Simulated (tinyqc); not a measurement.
Worked calculation: geometry relaxation of a small cluster. Computed by tinyqc, a small Python program that keeps every step. Command: `OMP_NUM_THREADS=1 python tinyqc.py 3027393 3027394 out.jsonl relax walk`. One thread of a shared host (Intel(R) Xeon(R) Processor @ 2.30GHz), about 0.01 s of CPU time with the checks. Intermediate numbers are printed to about 5 digits and carried at full precision; extremes and crossings named in words are read from the listed rows.

E = sum_i {sum_j A exp(-p (r_ij/r0 - 1)) - xi sqrt(rho_i)}, rho_i = sum_j exp(-2 q (r_ij/r0 - 1)); the force on i is -sum_j w_ij (R_i - R_j)/r_ij with w_ij = -(2p/r0) A exp(-p (r_ij/r0 - 1)) + (xi q/r0) exp(-2 q (r_ij/r0 - 1)) (rho_i^(-1/2) + rho_j^(-1/2)).

Inputs (values chosen for the exercise, for model atoms):
```
quantity                 value           unit
length r0                 2.81       angstrom
repulsion A               0.13             eV
hopping xi                1.88             eV
decay p                   10.8              -
decay q                   2.59              -
step factor eta          0.045  angstrom^2/eV
largest number of steps    500              -
```

Potential: Gupta. Method: BFGS.

starting positions (angstrom):
```
           x     y      z
atom 1  0.06  0.01   0.13
atom 2  2.69   0.2  -0.21
atom 3   1.4  2.24  -0.04
atom 4  1.16  0.63   2.21
```

## Energy and forces at the start

Evaluate E and the forces at the starting positions.

distances (angstrom): 1-2 2.6587, 1-3 2.6072, 1-4 2.4333, 2-3 2.4196, 2-4 2.8952, 3-4 2.7771

energy at the start = -11.931 eV

forces (eV/angstrom):
```
               x         y         z
atom 1   0.03581  -0.07588  -0.83634
atom 2  -0.18644  -0.83055   0.59665
atom 3  -0.71317   0.40437   0.61861
atom 4   0.86379   0.50206  -0.37892
```

## The first two steps

BFGS: R(new) = R + B F with the inverse Hessian B = eta 1 at first; with s = R(new) - R, y = F - F(new), rho = 1/(y.s): B(new) = (1 - rho s y^T) B (1 - rho y s^T) + rho s s^T, skipped if y.s is not positive. No atom moves more than 0.3 angstrom a step (the whole step is scaled). Stop when the largest force component is below 1e-5 eV/angstrom.

positions after step 1 (angstrom):
```
             x       y        z
atom 1  0.0616  0.0066   0.0924
atom 2  2.6816  0.1626  -0.1832
atom 3  1.3679  2.2582  -0.0122
atom 4  1.1989  0.6526   2.1929
```

energy after step 1 = -12.080 eV

positions after step 2 (angstrom):
```
             x       y        z
atom 1  0.0885  0.0059  -0.0285
atom 2  2.6058  0.0675  -0.0590
atom 3  1.2696  2.2711   0.1010
atom 4  1.3462  0.7354   2.0765
```

energy after step 2 = -12.298 eV

## All steps

The formulas are those given above.

Course of the relaxation:
```
step   E (eV)  largest force (eV/angstrom)  force calls
0     -11.931                   8.6379e-01            1
1     -12.080                   6.6478e-01            2
2     -12.298                   5.6608e-01            3
3     -12.319                   1.9161e-01            4
4     -12.323                   9.6833e-02            5
5     -12.325                   4.8880e-02            6
6     -12.326                   2.8954e-02            7
7     -12.326                   1.0119e-02            8
8     -12.326                   4.1456e-03            9
9     -12.326                   1.4866e-03           10
10    -12.326                   4.6641e-04           11
11    -12.326                   2.5235e-04           12
12    -12.326                   1.0509e-04           13
13    -12.326                   1.8788e-05           14
14    -12.326                   1.7131e-06           15
```

final positions (angstrom):
```
             x       y        z
atom 1  0.0570  0.0126  -0.0194
atom 2  2.6281  0.0897  -0.0494
atom 3  1.2770  2.2758   0.0627
atom 4  1.3479  0.7019   2.0961
```

final energy = -12.326 eV

steps = 14

largest force at the end = 1.7131e-06 eV/angstrom

Converged in 14 steps.

## Curvatures at the end

Hessian at the final positions by central differences of the forces; six eigenvalues vanish (translations and rotations). Steepest descent is stable for eta below 2/lambda_max and contracts the softest mode by 1 - eta lambda_min a step.

non-zero eigenvalues (eV/angstrom^2): 4.982  4.982  11.494  11.494  11.494  29.110

condition number = 5.8434

largest stable eta = 0.068705 angstrom^2/eV

contraction of the softest mode = 0.77583

All are positive, so the end point is a minimum.

## Four methods from the same start

Steepest descent: R(new) = R + eta F. Conjugate gradient (Polak-Ribiere): d = F + beta d(old), beta = max(0, F.(F - F(old))/|F(old)|^2), d = F at first; step length from one secant, s = eta (F.d)/(F.d - F(R + eta d).d), replaced by eta if that is not positive; R(new) = R + s d. FIRE with unit mass: if F.v > 0, v = (1 - a) v + a |v| F/|F|, and after more than 5 such steps in a row dt = min(1.1 dt, 5 dt0), a = 0.99 a; else v = 0, a = 0.1, and dt = dt/2 (not at the first step). Then v = v + dt F, R(new) = R + dt v. dt0 = sqrt(eta), a = 0.1 at first. In this comparison each method may take up to 1500 steps.

Cost:
```
method              steps  force calls  final E (eV)  calls to reach 1e-2
steepest descent       45           46       -12.326                   19
conjugate gradient     11           23       -12.326                   13
BFGS                   14           15       -12.326                    9
FIRE                  101          102       -12.326                   35
```

In force calls the order is BFGS (15), conjugate gradient (23), steepest descent (46), FIRE (102). All that converged end at the same energy. Near the minimum steepest descent multiplies the slowest mode by 0.776 in size a step, 9 steps a decade of force, at a condition number of 5.8. On this problem it beats FIRE in force calls.

Checks made by the program: forces against finite differences of E (relative difference 7e-10).
